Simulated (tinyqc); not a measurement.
Permeation of metal atoms or ions through a thin barrier or dielectric: time lag, field-aided drift and lifetime: one step, computed by the program tinyqc. Command: `OMP_NUM_THREADS=1 python tinyqc.py 3007648 3007649 out.jsonl barrier walk`. One thread of a shared host (Intel(R) Xeon(R) Processor @ 2.30GHz), about 0.01 s of CPU time with the checks.

The film 0 < x < d is empty at first; C = C0 at x = 0 and C = 0 at x = d. dC/dt = D d2C/dx2.

Problem. Steady flux and time lag. Steady flux J = (D C0/d) P/(1 - exp(-P)); time lag in units of d^2/D: s_L = [P (1 + exp(-P))/(1 - exp(-P)) - 2]/P^2 (P = 0: J = D C0/d, s_L = 1/6).

Inputs (values chosen for the exercise, for a model case: neutral metal atoms through a barrier):
```
quantity                               value    unit
thickness d                              5.1      nm
prefactor D0                             250  cm^2/s
concentration at the source side C0  6.1e+18  1/cm^3
test temperature T                       100       C
```

Peclet number P = 0

diffusivity D = 1.461465e-16 cm^2/s

time scale d^2/D = 1779.721 s

Give: flux relative to D C0/d; steady flux J; time lag s_L; time lag.

Solution.

flux relative to D C0/d = 1

steady flux J = 1.748e+09 1/(cm^2 s)

time lag s_L = 0.1667

time lag = 296.6 s

Caution: a prefactor D0 above about 10 cm^2/s is far larger than atomic jumps allow; it only sets the time scale of the exercise.
